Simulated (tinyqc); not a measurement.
Worked calculation: empirical pseudopotential in a few plane waves. One step of it, computed by the program tinyqc.

Problem. Levels at G. Diagonalise the Hermitian matrix.

H(k) at G (eV), lower triangle (Hermitian):
```
                     +0+0+0               -1-1-1               -1-1+1               -1+1-1
+0+0+0             0.000000
-1-1-1   2.434031-1.289171i            14.649336
-1-1+1  -2.434031-1.289171i   0.000000+1.197301i            14.649336
-1+1-1  -2.434031-1.289171i   0.000000+1.197301i             0.394565            14.649336
-1+1+1  -2.434031+1.289171i            -0.394565   0.000000+1.197301i   0.000000+1.197301i
+1-1-1  -2.434031-1.289171i   0.000000+1.197301i             0.394565             0.394565
+1-1+1  -2.434031+1.289171i            -0.394565   0.000000+1.197301i             0.000000
+1+1-1  -2.434031+1.289171i            -0.394565             0.000000   0.000000+1.197301i
+1+1+1   2.434031+1.289171i             0.000000            -0.394565            -0.394565
-2+0+0   0.000000-1.197301i  -2.434031+1.289171i  -2.434031-1.289171i  -2.434031-1.289171i
+0-2+0   0.000000-1.197301i  -2.434031+1.289171i  -2.434031-1.289171i             0.548379
+0+0-2   0.000000-1.197301i  -2.434031+1.289171i             0.548379  -2.434031-1.289171i
+0+0+2   0.000000+1.197301i            -0.548379   2.434031+1.289171i            -0.548379
+0+2+0   0.000000+1.197301i            -0.548379            -0.548379   2.434031+1.289171i
+2+0+0   0.000000+1.197301i            -0.548379            -0.548379            -0.548379

                     -1+1+1               +1-1-1               +1-1+1               +1+1-1
-1+1+1            14.649336
+1-1-1             0.000000            14.649336
+1-1+1             0.394565   0.000000+1.197301i            14.649336
+1+1-1             0.394565   0.000000+1.197301i             0.394565            14.649336
+1+1+1   0.000000+1.197301i            -0.394565   0.000000+1.197301i   0.000000+1.197301i
-2+0+0   2.434031-1.289171i             0.548379            -0.548379            -0.548379
+0-2+0            -0.548379  -2.434031-1.289171i   2.434031-1.289171i            -0.548379
+0+0-2            -0.548379  -2.434031-1.289171i            -0.548379   2.434031-1.289171i
+0+0+2  -2.434031+1.289171i            -0.548379  -2.434031+1.289171i             0.548379
+0+2+0  -2.434031+1.289171i            -0.548379             0.548379  -2.434031+1.289171i
+2+0+0             0.548379   2.434031+1.289171i  -2.434031+1.289171i  -2.434031+1.289171i

                     +1+1+1     -2+0+0     +0-2+0     +0+0-2
+1+1+1            14.649336
-2+0+0            -0.548379  19.532448
+0-2+0            -0.548379   0.394565  19.532448
+0+0-2            -0.548379   0.394565   0.394565  19.532448
+0+0+2  -2.434031-1.289171i  -0.394565  -0.394565   0.000000
+0+2+0  -2.434031-1.289171i  -0.394565   0.000000  -0.394565
+2+0+0  -2.434031-1.289171i   0.000000  -0.394565  -0.394565

           +0+0+2     +0+2+0     +2+0+0
+0+0+2  19.532448
+0+2+0   0.394565  19.532448
+2+0+0   0.394565   0.394565  19.532448
```

Give: eigenvalues.

Solution.

eigenvalues (eV): -5.0815  9.1875  9.1875  9.1875  12.1474  15.1853  15.1853  15.1853  18.7433  18.7433  19.8126  23.6692  23.6692  23.6692  25.8984
